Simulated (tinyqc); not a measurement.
Keating valence-force model of a tetrahedral crystal: one step, computed by the program tinyqc.

Atom A sits at 0 and atom B at a/4 (1,1,1) of an fcc lattice; the four bonds from A are t = a/4 (1,1,1), a/4 (1,-1,-1), a/4 (-1,1,-1), a/4 (-1,-1,1), of length d = sqrt(3) a/4. Energy: E = (3 alpha/(8 d^2)) sum over bonds (r.r - d^2)^2 + (3 beta/(8 d^2)) sum over pairs of bonds at one atom (r_i.r_j + d^2/3)^2, with beta_A for the six pairs at A and beta_B for the six at B. The cell holds two atoms, Omega = a^3/4. 1 N/m = 1 J/m^2.

Question. LO-TO splitting. The long-range field adds 4 pi Z*^2 (e^2/(4 pi eps_0))/(eps_inf Omega mu) to lambda for the longitudinal mode at q -> 0; lambda = (nu/15.6333042 THz)^2; eps_0 = eps_inf (nu_LO/nu_TO)^2 (Lyddane-Sachs-Teller; here eps_0 is the static dielectric constant).

Inputs (values chosen for the exercise, for a model crystal): lattice constant a = 6.45 angstrom; Born charge Z* = 2.29 e; eps_inf = 9.74.

Structure: zinc blende.

nu_TO at G = 16.93347 THz

reduced mass mu = 12.52292 u

Constants: nu for 1 eV/(angstrom^2 u) = 15.6333042 THz; e^2/(4 pi eps_0) = 14.39964548 eV angstrom.

Give: nu_LO at G; static dielectric constant.

Answer.

nu_LO at G = 17.75 THz

static dielectric constant = 10.70

The splitting is 4.8 % of nu_TO, and the lattice adds 0.96 to the dielectric constant.
